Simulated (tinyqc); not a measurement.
Inside a calculation. Method: coherent transport through a tight-binding region between two chains. Computed by tinyqc, a small Python program that keeps every step. Settings: temperature = 300, mu = 0.4. Command: `OMP_NUM_THREADS=1 python tinyqc.py 23906 23907 out.jsonl` (the two numbers bound the seeds that draw the settings). One thread of a shared host (Intel(R) Xeon(R) Processor @ 2.60GHz), about 0.07 s of CPU time with the checks.

## Transmission at E = 0.04 eV

H of the central region (eV):
$$\begin{pmatrix}
0.000000 & -0.970000 \\
-0.970000 & 0.000000
\end{pmatrix}$$

Leads: semi-infinite chains with site energy 0:
```
parameter                           value
lead hopping t (eV)              1.640000
coupling to the left lead (eV)   1.210000
coupling to the right lead (eV)  0.360000
left contact site                       1
right contact site                      2
```

E = 0.040000 eV

Surface Green function g = (E - i sqrt(4 t^2 - E^2)) / (2 t^2); self-energy tc^2 g on each contact site; G = (E - H - Sigma)^(-1); Gamma = -2 Im Sigma; T = Gamma_L Gamma_R |G_LR|^2; local density of states -Im G_ii / pi.

g = 0.007436-0.609711i 1/eV

G (1/eV):
$$\begin{pmatrix}
-0.035714-0.079526i & 0.958813+0.035254i \\
0.958813+0.035254i & 0.003667-0.883440i
\end{pmatrix}$$

local density of states (1/eV): [0.025314, 0.281208]

transmission = 0.259740

## Transmission across the band

The same steps on a grid of energies.

T(E):
```
E (eV)              T
-3.11600000  0.000715
-2.80440000  0.003075
-2.49280000  0.007944
-2.18120000  0.018410
-1.86960000  0.041997
-1.55800000  0.095533
-1.24640000  0.196355
-0.93480000  0.290143
-0.62320000  0.297504
-0.31160000  0.271238
0.00000000   0.259540
0.31160000   0.271238
0.62320000   0.297504
0.93480000   0.290143
1.24640000   0.196355
1.55800000   0.095533
1.86960000   0.041997
2.18120000   0.018410
2.49280000   0.007944
2.80440000   0.003075
3.11600000   0.000715
```

levels of the isolated region (eV): [-0.970000, 0.970000]

## Current

I = (2e/h) int T(E) [f(E - mu - V/2) - f(E - mu + V/2)] dE at 300 K with mu = 0.4 eV, the bias not changing H; 2e^2/h = 77.48092 microsiemens; the integral runs over the band on 4001 points.

Current:
```
V (volt)  I (microampere)
0.010000         0.215666
0.050000         1.078369
0.100000         2.156997
0.200000         4.316004
0.400000         8.646377
0.800000        17.354237
```
